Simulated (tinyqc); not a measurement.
# From peak temperature back to power per gate width P

Model: self-heating of a transistor with one or more fingers, with temperature-dependent conductivity. Computed by tinyqc, a small Python program. Command: `OMP_NUM_THREADS=1 python tinyqc.py 3005770 3005771 out.jsonl selfheat inv`. One thread of a shared host (Intel(R) Xeon(R) Processor @ 2.30GHz), about 0.08 s of CPU time with the checks.

N long parallel fingers lie on the top face of a slab whose bottom is held at T_0; the top is otherwise insulated, and heat flows in two dimensions. P in W/mm is 1000 P in W/m.

Inputs (values chosen for the exercise, modelled on gallium nitride):

| quantity | value | unit |
|---|---|---|
| conductivity at the base temperature kappa_0 | 187 | W/(m K) |
| exponent m in kappa ~ T^-m | 1.34 | - |
| base temperature T_0 | 298 | K |
| fingers N | 1 | - |
| finger pitch s | 15 | micrometre |
| width of the heat source w | 0.43 | micrometre |
| substrate thickness t | 270 | micrometre |

Power: power rises with temperature.

Method:
- A line source of power P on the top face raises the top at distance x by (P/(pi kappa_0)) g(x), g(x) = -ln tanh(pi x/(4 t)) (the image sum for the slab). On a strip of width w the centre sees the mean of g over the strip, g_0 = 1 + ln(8 t/(pi w)) for w much below t.
- theta_i = (P/(pi kappa_0)) [g_0 + sum over j != i of g(|i - j| s)], with equal powers and constant conductivity; thermal resistance = largest theta/P.
- Kirchhoff transformation for kappa = kappa_0 (T/T_0)^-m: T = T_0 [1 - (m - 1) theta/T_0]^(-1/(m - 1)), where theta is the linear rise.
- The bracket vanishes at the power P T_0/((m - 1) theta).

Task: A run gave the result below. Find the power per gate width P, known to lie between 1.6 and 3.6 W/mm.

peak temperature = 331.0635 K

Result:

Each step takes the trial c = (a f_b - b f_a)/(f_b - f_a), f being the result less the target and a, b, c the logarithms of the listed values; c replaces end b, the old b replaces a if the sign of f changed, and otherwise f_a is halved.

Scan of the range:

| power per gate width P (W/mm) | peak temperature (K) |
|---|---|
| 1.60 | 322.038 |
| 1.83 | 325.704 |
| 2.10 | 330.080 |
| 2.40 | 335.036 |
| 2.75 | 340.943 |
| 3.14 | 347.692 |
| 3.60 | 355.884 |

False position (Illinois rule, in the logarithm of the input) inside the bracket:

| step | end a | end b | trial | peak temperature (K) |
|---|---|---|---|---|
| 1 | 2.10000 | 2.40000 | 2.15638 | 331.004 |
| 2 | 2.40000 | 2.15638 | 2.15978 | 331.060 |
| 3 | 2.40000 | 2.15978 | 2.16019 | 331.067 |
| 4 | 2.15978 | 2.16019 | 2.16000 | 331.063 |

Peak temperature rises at every point of a 13-point scan of the range (every second point is shown), so one value fits; it is bracketed by 2.10 and 2.40. Answer: power per gate width P = 2.160 W/mm.
